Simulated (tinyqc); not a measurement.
Worked calculation: Pariser-Parr-Pople SCF with singles CI, for the molecule OC=C1C=CC=C1O (SMILES; centres numbered as the heavy atoms are written). Computed by tinyqc, a small Python program that keeps every step. Settings: charge = 0, gamma = MN, start = huckel, damping = 0, iteration cap = 63, excitations kept = 4. Command: `OMP_NUM_THREADS=1 python tinyqc.py 21259 21260 out.jsonl` (the two numbers bound the seeds that draw the settings). One thread of a shared host (Intel(R) Xeon(R) Processor @ 2.60GHz), about 0.01 s of CPU time with the checks. Later iterations appear only in the table of the cycle.

## PPP integrals

Centres (angstrom, eV; a flat drawing with bonds scaled to 1.40 angstrom):
```
centre        x        y  core charge z        W  gamma_rr
1O      -2.5640  -0.1460              2  33.0000   21.5000
2C      -1.4870  -1.0400              1  11.1600   11.1300
3C      -0.1740  -0.5540              1  11.1600   11.1300
4C       0.9910  -1.3310              1  11.1600   11.1300
5C       2.0890  -0.4640              1  11.1600   11.1300
6C       1.6040   0.8490              1  11.1600   11.1300
7C       0.2050   0.7930              1  11.1600   11.1300
8O      -0.6630   1.8920              2  33.0000   21.5000
```

Resonance integrals (eV):
```
i  j     beta
1  2  -2.2400
2  3  -2.3900
3  4  -2.3900
4  5  -2.3900
5  6  -2.3900
6  7  -2.3900
7  8  -2.2400
7  3  -2.3900
```

Mataga-Nishimoto: gamma = 14.399645/(R + a), a = 2 x 14.399645/(gamma_rr + gamma_ss); H_rr = -W_r - sum_(s != r) z_s gamma_rs; H_rs = beta for bonds.

repulsion gamma_rs (eV), order 1O, 2C, 3C, 4C, 5C, 6C, 7C, 8O:
$$\begin{pmatrix}
21.5000 & 6.3093 & 4.3541 & 3.1101 & 2.5962 & 2.7865 & 3.7829 & 4.1657 \\
6.3093 & 11.1300 & 5.3454 & 3.8006 & 2.9292 & 2.9290 & 3.8011 & 3.6657 \\
4.3541 & 5.3454 & 11.1300 & 5.3449 & 4.0465 & 4.0464 & 5.3469 & 4.2640 \\
3.1101 & 3.8006 & 5.3449 & 11.1300 & 5.3475 & 4.0468 & 4.0465 & 3.1962 \\
2.5962 & 2.9292 & 4.0465 & 5.3475 & 11.1300 & 5.3461 & 4.0464 & 3.1961 \\
2.7865 & 2.9290 & 4.0464 & 4.0468 & 5.3461 & 11.1300 & 5.3453 & 4.2627 \\
3.7829 & 3.8011 & 5.3469 & 4.0465 & 4.0464 & 5.3453 & 11.1300 & 6.3072 \\
4.1657 & 3.6657 & 4.2640 & 3.1962 & 3.1961 & 4.2627 & 6.3072 & 21.5000
\end{pmatrix}$$

core matrix H (eV), order 1O, 2C, 3C, 4C, 5C, 6C, 7C, 8O:
$$\begin{pmatrix}
-64.2704 & -2.2400 & 0.0000 & 0.0000 & 0.0000 & 0.0000 & 0.0000 & 0.0000 \\
-2.2400 & -49.9152 & -2.3900 & 0.0000 & 0.0000 & 0.0000 & 0.0000 & 0.0000 \\
0.0000 & -2.3900 & -52.5262 & -2.3900 & 0.0000 & 0.0000 & -2.3900 & 0.0000 \\
0.0000 & 0.0000 & -2.3900 & -46.3589 & -2.3900 & 0.0000 & 0.0000 & 0.0000 \\
0.0000 & 0.0000 & 0.0000 & -2.3900 & -44.4603 & -2.3900 & 0.0000 & 0.0000 \\
0.0000 & 0.0000 & 0.0000 & 0.0000 & -2.3900 & -46.9719 & -2.3900 & 0.0000 \\
0.0000 & 0.0000 & -2.3900 & 0.0000 & 0.0000 & -2.3900 & -53.9265 & -2.2400 \\
0.0000 & 0.0000 & 0.0000 & 0.0000 & 0.0000 & 0.0000 & -2.2400 & -66.2234
\end{pmatrix}$$

## Starting guess

pi electrons, sum of z_r less the charge = 10

Orbitals of the Hueckel matrix of the beta values.

P at the start, order 1O, 2C, 3C, 4C, 5C, 6C, 7C, 8O:
$$\begin{pmatrix}
1.2601 & 0.8263 & -0.2447 & -0.1432 & 0.2118 & 0.0256 & -0.2113 & 0.2812 \\
0.8263 & 0.9991 & 0.5033 & -0.0351 & -0.1255 & 0.0005 & 0.0475 & -0.2113 \\
-0.2447 & 0.5033 & 1.2408 & 0.5121 & -0.2331 & -0.1020 & 0.5039 & -0.2190 \\
-0.1432 & -0.0351 & 0.5121 & 1.2524 & 0.6958 & -0.3156 & -0.2096 & 0.1570 \\
0.2118 & -0.1255 & -0.2331 & 0.6958 & 1.1699 & 0.5882 & -0.1602 & 0.0226 \\
0.0256 & 0.0005 & -0.1020 & -0.3156 & 0.5882 & 1.3253 & 0.5859 & -0.3071 \\
-0.2113 & 0.0475 & 0.5039 & -0.2096 & -0.1602 & 0.5859 & 1.0956 & 0.5265 \\
0.2812 & -0.2113 & -0.2190 & 0.1570 & 0.0226 & -0.3071 & 0.5265 & 1.6570
\end{pmatrix}$$

## Iteration 1: Fock matrix

F_rr = H_rr + P_rr gamma_rr / 2 + sum_(s != r) P_ss gamma_rs; F_rs = H_rs - P_rs gamma_rs / 2; E = tr P (H + F) / 2 + core repulsion sum_(r<s) z_r z_s gamma_rs.

F (eV), order 1O, 2C, 3C, 4C, 5C, 6C, 7C, 8O:
$$\begin{pmatrix}
-17.3467 & -4.8467 & 0.5326 & 0.2228 & -0.2749 & -0.0357 & 0.3997 & -0.5857 \\
-4.8467 & -7.4661 & -3.7353 & 0.0667 & 0.1838 & -0.0007 & -0.0903 & 0.3873 \\
0.5326 & -3.7353 & -5.0808 & -3.7586 & 0.4715 & 0.2064 & -3.7370 & 0.4669 \\
0.2228 & 0.0667 & -3.7586 & -3.6933 & -4.2503 & 0.6386 & 0.4241 & -0.2509 \\
-0.2749 & 0.1838 & 0.4715 & -4.2503 & -3.2201 & -3.9623 & 0.3241 & -0.0361 \\
-0.0357 & -0.0007 & 0.2064 & 0.6386 & -3.9623 & -3.8969 & -3.9559 & 0.6546 \\
0.3997 & -0.0903 & -3.7370 & 0.4241 & 0.3241 & -3.9559 & -5.2945 & -3.9005 \\
-0.5857 & 0.3873 & 0.4669 & -0.2509 & -0.0361 & 0.6546 & -3.9005 & -13.9076
\end{pmatrix}$$

pi energy = -161.3804 eV

## Iteration 1: orbitals and new P

Diagonalise F (the basis is taken as orthonormal) and form P = 2 sum c c over the lowest orbitals.

orbital energies (eV): [-19.4180, -15.5794, -11.6490, -8.5507, -7.0546, -3.5661, 2.4822, 3.4294]

P after iteration 1, order 1O, 2C, 3C, 4C, 5C, 6C, 7C, 8O:
$$\begin{pmatrix}
1.8307 & 0.4275 & -0.2517 & -0.0753 & 0.1504 & 0.1085 & -0.1310 & 0.0811 \\
0.4275 & 0.8961 & 0.7555 & 0.0756 & -0.3254 & -0.2237 & 0.2141 & -0.1680 \\
-0.2517 & 0.7555 & 1.0343 & 0.4533 & -0.0431 & -0.0884 & 0.3818 & -0.0618 \\
-0.0753 & 0.0756 & 0.4533 & 1.1503 & 0.7745 & -0.1545 & -0.3452 & 0.1331 \\
0.1504 & -0.3254 & -0.0431 & 0.7745 & 1.0033 & 0.5155 & -0.0572 & -0.0273 \\
0.1085 & -0.2237 & -0.0884 & -0.1545 & 0.5155 & 1.1184 & 0.7502 & -0.2528 \\
-0.1310 & 0.2141 & 0.3818 & -0.3452 & -0.0572 & 0.7502 & 1.0836 & 0.3146 \\
0.0811 & -0.1680 & -0.0618 & 0.1331 & -0.0273 & -0.2528 & 0.3146 & 1.8832
\end{pmatrix}$$

## Iteration 2: Fock matrix

As before.

F (eV), order 1O, 2C, 3C, 4C, 5C, 6C, 7C, 8O:
$$\begin{pmatrix}
-13.1902 & -3.5887 & 0.5480 & 0.1171 & -0.1952 & -0.1512 & 0.2477 & -0.1690 \\
-3.5887 & -6.2403 & -4.4091 & -0.1436 & 0.4766 & 0.3276 & -0.4069 & 0.3078 \\
0.5480 & -4.4091 & -5.4514 & -3.6014 & 0.0872 & 0.1789 & -3.4108 & 0.1317 \\
0.1171 & -0.1436 & -3.6014 & -5.0344 & -4.4608 & 0.3126 & 0.6984 & -0.2126 \\
-0.1952 & 0.4766 & 0.0872 & -4.4608 & -4.7796 & -3.7680 & 0.1158 & 0.0437 \\
-0.1512 & 0.3276 & 0.1789 & 0.3126 & -3.7680 & -4.9980 & -4.3950 & 0.5389 \\
0.2477 & -0.4069 & -3.4108 & 0.6984 & 0.1158 & -4.3950 & -5.4635 & -3.2323 \\
-0.1690 & 0.3078 & 0.1317 & -0.2126 & 0.0437 & 0.5389 & -3.2323 & -12.1721
\end{pmatrix}$$

pi energy = -166.2304 eV

## Iteration 2: orbitals and new P

As before.

orbital energies (eV): [-15.0550, -14.0401, -11.9946, -9.5249, -8.2236, -2.4124, 1.8423, 2.0788]

P after iteration 2, order 1O, 2C, 3C, 4C, 5C, 6C, 7C, 8O:
$$\begin{pmatrix}
1.8467 & 0.4140 & -0.2468 & -0.0734 & 0.1313 & 0.0981 & -0.1186 & 0.0673 \\
0.4140 & 0.8610 & 0.7733 & 0.0930 & -0.3051 & -0.2120 & 0.2061 & -0.1486 \\
-0.2468 & 0.7733 & 1.0611 & 0.4278 & -0.0603 & -0.0893 & 0.3735 & -0.0560 \\
-0.0734 & 0.0930 & 0.4278 & 1.1264 & 0.7932 & -0.1520 & -0.3459 & 0.1227 \\
0.1313 & -0.3051 & -0.0603 & 0.7932 & 1.0279 & 0.5023 & -0.0588 & -0.0209 \\
0.0981 & -0.2120 & -0.0893 & -0.1520 & 0.5023 & 1.1272 & 0.7685 & -0.2351 \\
-0.1186 & 0.2061 & 0.3735 & -0.3459 & -0.0588 & 0.7685 & 1.0488 & 0.2963 \\
0.0673 & -0.1486 & -0.0560 & 0.1227 & -0.0209 & -0.2351 & 0.2963 & 1.9010
\end{pmatrix}$$

## Iteration 3: Fock matrix

As before.

F (eV), order 1O, 2C, 3C, 4C, 5C, 6C, 7C, 8O:
$$\begin{pmatrix}
-13.1674 & -3.5461 & 0.5372 & 0.1142 & -0.1705 & -0.1367 & 0.2243 & -0.1402 \\
-3.5461 & -6.2523 & -4.4569 & -0.1768 & 0.4468 & 0.3104 & -0.3917 & 0.2724 \\
0.5372 & -4.4569 & -5.5239 & -3.5334 & 0.1219 & 0.1808 & -3.3887 & 0.1193 \\
0.1142 & -0.1768 & -3.5334 & -5.0255 & -4.5107 & 0.3075 & 0.6999 & -0.1960 \\
-0.1705 & 0.4468 & 0.1219 & -4.5107 & -4.7610 & -3.7326 & 0.1189 & 0.0333 \\
-0.1367 & 0.3104 & 0.1808 & 0.3075 & -3.7326 & -4.9751 & -4.4441 & 0.5010 \\
0.2243 & -0.3917 & -3.3887 & 0.6999 & 0.1189 & -4.4441 & -5.4256 & -3.1743 \\
-0.1402 & 0.2724 & 0.1193 & -0.1960 & 0.0333 & 0.5010 & -3.1743 & -12.1093
\end{pmatrix}$$

pi energy = -166.2870 eV

## Iteration 3: orbitals and new P

As before.

orbital energies (eV): [-15.0269, -13.9777, -11.9556, -9.5355, -8.2446, -2.4229, 1.8754, 2.0478]

P after iteration 3, order 1O, 2C, 3C, 4C, 5C, 6C, 7C, 8O:
$$\begin{pmatrix}
1.8510 & 0.4086 & -0.2478 & -0.0738 & 0.1262 & 0.0971 & -0.1126 & 0.0626 \\
0.4086 & 0.8596 & 0.7816 & 0.1003 & -0.2969 & -0.2136 & 0.1975 & -0.1400 \\
-0.2478 & 0.7816 & 1.0652 & 0.4149 & -0.0648 & -0.0868 & 0.3695 & -0.0548 \\
-0.0738 & 0.1003 & 0.4149 & 1.1207 & 0.8016 & -0.1451 & -0.3460 & 0.1200 \\
0.1262 & -0.2969 & -0.0648 & 0.8016 & 1.0292 & 0.4945 & -0.0576 & -0.0191 \\
0.0971 & -0.2136 & -0.0868 & -0.1451 & 0.4945 & 1.1231 & 0.7764 & -0.2319 \\
-0.1126 & 0.1975 & 0.3695 & -0.3460 & -0.0576 & 0.7764 & 1.0452 & 0.2895 \\
0.0626 & -0.1400 & -0.0548 & 0.1200 & -0.0191 & -0.2319 & 0.2895 & 1.9062
\end{pmatrix}$$

## Convergence

Stop when output and input P, before any damping, agree to 1e-7.

Course of the cycle:
```
iteration       E (eV)  largest |P(out) - P(in)|
1          -161.380376                  5.71e-01
2          -166.230402                  3.51e-02
3          -166.286952                  1.29e-02
4          -166.293831                  6.30e-03
5          -166.295317                  3.32e-03
6          -166.295726                  1.97e-03
7          -166.295852                  1.15e-03
8          -166.295892                  6.70e-04
9          -166.295906                  3.89e-04
10         -166.295910                  2.26e-04
11         -166.295912                  1.31e-04
...                ...                       ...
15         -166.295913                  1.48e-05
16         -166.295913                  8.61e-06
17         -166.295913                  5.00e-06
18         -166.295913                  2.90e-06
19         -166.295913                  1.69e-06
20         -166.295913                  9.80e-07
21         -166.295913                  5.70e-07
22         -166.295913                  3.32e-07
23         -166.295913                  1.93e-07
24         -166.295913                  1.12e-07
25         -166.295913                  6.53e-08
```

Converged in 25 iterations.

## Converged orbitals

Charges are z - P_rr.

orbital energies (eV): [-14.9691, -13.9244, -11.9375, -9.5450, -8.2770, -2.3994, 1.8494, 2.0372]

coefficients, order 1O, 2C, 3C, 4C, 5C, 6C, 7C, 8O:
$$\begin{pmatrix}
0.7807 & -0.3852 & 0.2618 & -0.3148 & 0.0316 & -0.2582 & 0.0073 & 0.0825 \\
0.4581 & -0.0655 & -0.1613 & 0.4307 & -0.0658 & 0.6830 & -0.0201 & -0.3211 \\
0.2822 & 0.2160 & -0.4079 & 0.4900 & -0.0264 & -0.2838 & 0.0303 & 0.6205 \\
0.1202 & 0.1368 & -0.4380 & -0.0535 & 0.5733 & -0.3016 & -0.3961 & -0.4422 \\
0.0743 & 0.1523 & -0.3891 & -0.4886 & 0.3117 & 0.3076 & 0.6010 & 0.1679 \\
0.0939 & 0.2456 & -0.2562 & -0.4820 & -0.4388 & 0.2404 & -0.5840 & 0.2038 \\
0.1952 & 0.4645 & -0.0759 & -0.0300 & -0.5124 & -0.3476 & 0.3610 & -0.4751 \\
0.1846 & 0.6947 & 0.5696 & 0.0218 & 0.3361 & 0.1488 & -0.0959 & 0.1184
\end{pmatrix}$$

pi charges: 1O 0.1471, 2C 0.1399, 3C -0.0670, 4C -0.1132, 5C -0.0320, 6C -0.1193, 7C -0.0463, 8O 0.0907

## Singles CI, singlets

Over the 4 single excitations with the smallest orbital gaps: A = (e_a - e_i) delta + 2 (ia|jb) - (ij|ab), with (pq|rs) = sum c_mp c_mq gamma_mn c_nr c_ns. f = 2/3 w |mu|^2 in atomic units, mu = sqrt2 sum c_ia sum_m c_mi c_ma R_m.

singlet CI matrix (eV), order 5>6, 4>6, 3>6, 5>7:
$$\begin{pmatrix}
2.3936 & -0.0977 & 0.0650 & -0.0132 \\
-0.0977 & 4.6023 & 0.0847 & -0.5901 \\
0.0650 & 0.0847 & 5.9826 & -0.3762 \\
-0.0132 & -0.5901 & -0.3762 & 6.7962
\end{pmatrix}$$

singlet excitation energies (eV): [2.3878, 4.4582, 5.8486, 7.0803]

oscillator strengths: [0.0591, 0.7166, 0.1345, 0.7682]

## Singles CI, triplets

Over the 4 single excitations with the smallest orbital gaps: A = (e_a - e_i) delta - (ij|ab), with (pq|rs) = sum c_mp c_mq gamma_mn c_nr c_ns.

triplet CI matrix (eV), order 5>6, 4>6, 3>6, 5>7:
$$\begin{pmatrix}
1.2610 & 0.1518 & 0.0137 & 0.0722 \\
0.1518 & 1.8589 & 0.6080 & 0.4395 \\
0.0137 & 0.6080 & 4.7348 & 0.7396 \\
0.0722 & 0.4395 & 0.7396 & 4.2935
\end{pmatrix}$$

triplet excitation energies (eV): [1.2191, 1.7411, 3.7434, 5.4447]
